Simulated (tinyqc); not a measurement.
One level coupled to a phonon between two leads, self-consistent Born approximation: two steps of the calculation.

Wide-band leads with mu_L = +V/2 and mu_R = -V/2; phonons in equilibrium, Nq = 1/(exp(w0/kB T) - 1). Scattering links only energies that differ by w0, so a ladder E_k = E1 + k w0 closes on itself; terms that reach past its ends are dropped. Gn and Gp are the electron and hole parts of the spectral function A = Gn + Gp.

Values chosen for this exercise:
```
symbol,value,unit,meaning
T,77,K,temperature of leads and phonons
w0,20,meV,phonon energy
ed,22,meV,level
GL,11,meV,coupling to the left lead
GR,15,meV,coupling to the right lead
M,4.6,meV,electron-phonon matrix element
V,77,mV,bias
```

Constants: q = 1.602176634e-19 C, kB = 1.380649e-23 J/K, Vt = kB T/q. Results are converted to the units shown.

Task 1. Scattering functions. Sin(E) = M^2 [(Nq + 1) Gn(E + w0) + Nq Gn(E - w0)], Sout(E) = M^2 [(Nq + 1) Gp(E - w0) + Nq Gp(E + w0)]. Nq = 1/(exp(w0/kB T) - 1).

```
rung  Gn after iteration 1 (1/meV)  Gp after iteration 1 (1/meV)
0                     0.0041680740                  2.2300771e-4
1                     0.0049060626                  0.0030131570
2                     0.0080993869                   0.010003443
3                      0.027193277                   0.034587865
4                      0.048944311                   0.087539034
5                     0.0035503644                   0.032751086
6                     8.3050797e-5                   0.012545832
```

Find: Sin; Sout.

Result 1.

```
rung  Sin (meV)  Sout (meV)
0        0.1092    0.003291
1        0.1848     0.01589
2        0.6105      0.1048
3         1.098      0.3182
4        0.1087      0.8054
5       0.05531       1.962
6      0.003878      0.7288
```

Task 2. Green functions. |G|^2 = 1/[(E - ed)^2 + (GL + GR + Sin + Sout)^2/4], Gn = |G|^2 (GL fL + GR fR + Sin), Gp = |G|^2 (GL (1 - fL) + GR (1 - fR) + Sout), f = 1/(1 + exp((E - mu)/kB T)). On a single ladder the real part of the phonon self-energy, which needs all energies, is left out.

```
rung  E (meV)     Sin (meV)    Sout (meV)
0         -54    0.10917117  0.0032912688
1         -34    0.18478276   0.015889186
2         -14    0.61047182    0.10482997
3           6     1.0979704    0.31821841
4          26    0.10870696    0.80543351
5          46   0.055309900     1.9616486
6          66  0.0038780600    0.72878697
```

Wanted: Gn after iteration 2; Gp after iteration 2.

Result 2.

```
rung  Gn after iteration 2 (1/meV)  Gp after iteration 2 (1/meV)
0                         0.004168                      2.230e-4
1                         0.004908                      0.003013
2                         0.008119                       0.01000
3                          0.02711                       0.03465
4                          0.04900                       0.08755
5                         0.003549                       0.03273
6                         8.301e-5                       0.01256
```

Range of the model: The self-consistent Born approximation keeps only non-crossing phonon lines and no Hartree shift; it is rough once the coupling nears the phonon energy.

Program tinyqc, `OMP_NUM_THREADS=1 python tinyqc.py 2720042 2720043 out.jsonl`; Intel Xeon 2.30GHz, shared host, one thread, about 0.07 s.
